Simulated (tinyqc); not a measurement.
Inside a calculation. Model: lossy on-chip transmission line with skin effect.

Numbers from tinyqc (`OMP_NUM_THREADS=1 python tinyqc.py 2810145 2810146 out.jsonl`; about 0.01 s on one thread of a shared Intel Xeon 2.30GHz). Printed values are rounded.

A uniform line in a homogeneous dielectric: c = sqrt(er)/(c0 Z0), l = Z0 sqrt(er)/c0 (c0 = 299792458 m/s), g = w c td, w = 2 pi f. The resistance joins its limits as r = sqrt(r_dc^2 + r_hf^2), with r_dc = rho/(wd th), r_hf = kr rho/(2 delta (wd + th)), delta = sqrt(rho/(pi f mu0)), mu0 = 4 pi 1e-7 H/m; this is an interpolation, and internal inductance, up to 0.05 nH/mm at low frequency, is neglected.

Parameters, values chosen for the exercise:
- wd = 1.6 um (width of the strip)
- th = 1.4 um (thickness of the strip)
- rho = 2.2 uohm cm (resistivity)
- er = 4.2 (relative permittivity)
- td = 0.005 (loss tangent)
- Z0 = 35 ohm (lossless impedance sqrt(l/c))
- kr = 1.2 (factor for crowding and the return path)
- len = 0.76 mm (length)
- Rg = 50 ohm (source resistance)
- RL = 50 ohm (load resistance)
- CL = 20 fF (load capacitance)
- f = 7.4 GHz (frequency)

## Line constants

delta, r_dc, r_hf, r, l, c and g as defined.

delta = 0.867792 um
r_dc = 9.82143 ohm/mm
r_hf = 5.07034 ohm/mm
r = 11.0530 ohm/mm
l = 0.239261 nH/mm
c = 195.315 pF/m
g = 0.0454064 S/m

r is 1.13 times r_dc; the skin depth is 0.620 of the thickness.

## Propagation constant and impedance

gamma = sqrt((r + i w l)(g + i w c)) = alpha + i beta, Zc = sqrt((r + i w l)/(g + i w c)), roots with positive real part; loss 8.685889638 alpha in dB; phase velocity w/beta.

gamma len = 0.109991+0.264878i
Zc = 38.4570-15.7444i ohm
loss = 1.25707 dB/mm
phase velocity over c0 = 0.444998
r/(w l) = 0.993566

r is below w l; the low-loss estimate 8.686 (r/(2 Z0) + g Z0/2) gives 1.38 dB/mm.

## Reflection, input impedance and transfer

ZL = 1/(1/RL + i w CL); reflection (ZL - Zc)/(ZL + Zc); Zin = Zc (ZL + Zc tanh(gamma len))/(Zc + ZL tanh(gamma len)); H = V_load/V_source = [Zin/(Zin + Rg)]/[cosh(gamma len) + (Zc/ZL) sinh(gamma len)].

ZL = 49.8921-2.3198i ohm
reflection at the load = 0.094416+0.171254i
Zin = 53.0342-12.1592i ohm
H = 0.438583-0.130026i
|H| = -6.79310 dB
